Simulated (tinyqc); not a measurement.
# Two channel transmissions from conductance and noise

Problem. A contact has two spin-degenerate channels: G = (2 q^2/h)(T1 + T2), Fano factor F = [T1 (1 - T1) + T2 (1 - T2)]/(T1 + T2), T1 > T2. Find T1 and T2.

G in units of 2 q^2/h = 1.04
Fano factor = 0.39519231

Answer. With g = T1 + T2, T1^2 + T2^2 = g (1 - F), so (T1 - T2)^2 = 2 g (1 - F) - g^2.

T1 = 0.730
T2 = 0.310

Program tinyqc, `OMP_NUM_THREADS=1 python tinyqc.py 2740020 2740021 out.jsonl`; Intel Xeon 2.30GHz, shared host, one thread, about 0.03 s.
